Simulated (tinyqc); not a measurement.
# Trap density from the leakage

Question. Trap-assisted leakage is J = q Nt times the integral over x of the rate through one trap. Find Nt, the areal density Nt t and the mean in-plane spacing (Nt t)^(-1/2).

Inputs (values chosen for the exercise):
- t = 5.4 nm (thickness)

Constants: q = 1.602176634e-19 C. Results are converted to the units shown.

J = 1.5414480e-6 A/cm^2
integral of the rate over x = 16.587865 nm/s

Solution. J is proportional to Nt.

Nt = 5.80e18 cm^-3
Nt t = 3.13e12 cm^-2
in-plane spacing = 5.65 nm

Program tinyqc, `OMP_NUM_THREADS=1 python tinyqc.py 2370125 2370126 out.jsonl`; Intel Xeon 2.30GHz, shared host, one thread, about 0.04 s.
